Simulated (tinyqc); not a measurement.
# Oxide trap near a transistor channel: two-state multiphonon kinetics, telegraph noise and bias instability, step by step

A worked calculation. Computed by tinyqc, a small Python program that keeps every step. Command: `OMP_NUM_THREADS=1 python tinyqc.py 3006215 3006216 out.jsonl oxidetrap walk`. One thread of a shared host (Intel(R) Xeon(R) Processor @ 2.30GHz), about 0.01 s of CPU time with the checks. Intermediate numbers are printed to about 5 digits and carried at full precision; extremes and crossings named in words are read from the listed rows.

An n-channel device under positive gate bias. The trap is empty (state 1) or holds an electron (state 2); both states are parabolas of equal curvature, and the electron reservoir is taken at the Fermi level of the channel.

Inputs (values chosen for the exercise, with an insulator like Si3N4 on silicon):

| quantity | value | unit |
|---|---|---|
| insulator constant eps_ox | 7.03 | - |
| insulator thickness t_ox | 2.2 | nm |
| trap depth x from the interface | 0.9 | nm |
| tunnel barrier phi_b | 2.03 | eV |
| tunnelling mass m_ox | 0.38 | m_0 |
| trap level above E_F at zero field E_t | 0.28 | eV |
| relaxation energy E_R | 2.6 | eV |
| oxide field F | 2.6 | MV/cm |
| attempt rate k_0 at the interface | 3e+12 | 1/s |
| temperature T | 350 | K |
| channel width W | 180 | nm |
| channel length L | 38 | nm |
| frequency f | 700 | Hz |
| stress time t_s | 0.2 | s |

Parts treated: one trap.

Constants: hbar^2/(2 m_0) = 3.80998212 eV angstrom^2; k_B = 8.617333262e-05 eV/K; e = 1.602176634e-19 C; eps_0 = 8.8541878128e-12 F/m.

## Tunnelling factor

kappa = sqrt(2 m_ox phi_b)/hbar = sqrt(m_ox phi_b/(hbar^2/2m_0)); attenuation length lambda = 1/(2 kappa); factor exp(-x/lambda) for a rectangular barrier.

kappa = 4.4996 1/nm

attenuation length lambda = 0.11112 nm

tunnelling factor = 3.0373e-04

## Barriers and time constants

E_21 = E_t - e F x is the energy of state 2 over state 1; barriers E_c = (E_R + E_21)^2/(4 E_R), E_e = E_c - E_21; tau_c = exp(E_c/k_B T)/(k_0 P), tau_e = exp(E_e/k_B T)/(k_0 P), P the tunnelling factor; occupation f_2 = tau_e/(tau_c + tau_e); 1/tau_0 = 1/tau_c + 1/tau_e.

E_21 = 0.046 eV

capture barrier E_c = 0.67320 eV

emission barrier E_e = 0.62720 eV

capture time tau_c = 5.4211 s

emission time tau_e = 1.1796 s

occupation f_2 = 0.17870

tau_0 = 0.96877 s

The two times are within a factor 30 of each other, so the trap switches between both states and shows as telegraph noise.

## Step height and noise

Charge-sheet step dV = e (t_ox - x)/(eps_ox eps_0 W L); Lorentzian spectrum S(f) = 4 dV^2 tau_0^2/((tau_c + tau_e)(1 + (2 pi f tau_0)^2)); corner 1/(2 pi tau_0); variance dV^2 f_2 (1 - f_2) = dV^2 tau_0/(tau_c + tau_e).

threshold step dV = 0.48921 mV

corner frequency = 0.16429 Hz

S(f) = 7.4972e-15 V^2/Hz

root-mean-square noise = 0.18742 mV

f lies above the corner, on the 1/f^2 tail. Random dopants and current percolation, left out here, spread real steps around this value.

## Stress and recovery of one trap

From the zero-field occupation f(0), f(t) = f_2 + (f(0) - f_2) exp(-t/tau_0) under the field; after t_s the field is removed and f relaxes with the zero-field constants.

occupation at zero field = 9.2926e-05

tau_0 at zero field = 0.031087 s

occupation after stress = 0.033409

half-time of recovery = 0.021548 s

## Bias dependence of the times

The formulas are those given above.

Against field:

| F (MV/cm) | E_21 (eV) | tau_c (s) | tau_e (s) | f_2 |
|---|---|---|---|---|
| 0.00 | 2.8000e-01 | 3.3453e+02 | 0.0311 | 9.2926e-05 |
| 0.78 | 2.0980e-01 | 9.3629e+01 | 0.0892 | 9.5192e-04 |
| 1.56 | 1.3960e-01 | 2.7042e+01 | 0.2642 | 9.6745e-03 |
| 2.08 | 9.2800e-02 | 1.2023e+01 | 0.5543 | 4.4072e-02 |
| 2.60 | 4.6000e-02 | 5.4211e+00 | 1.1796 | 1.7870e-01 |
| 3.12 | -8.0000e-04 | 2.4787e+00 | 2.5453 | 5.0663e-01 |
| 3.90 | -7.1000e-02 | 7.8664e-01 | 8.2819 | 9.1326e-01 |

ln(tau_c/tau_e) falls by e x/k_B T = 2.984 per MV/cm, which measures the depth x if the change of surface potential with bias is left aside. Over these rows tau_c shortens by 2.63 decades and tau_e lengthens by 2.43; the two share the shift almost equally, as the first and last E_21 average to little against E_R. The times cross at F = E_t/(e x) = 3.11 MV/cm.

Checks made by the program: detailed balance tau_c/tau_e = exp(E_21/k_B T) (relative difference below 1e-10); the integral of S(f) against the variance (relative difference below 1e-10).
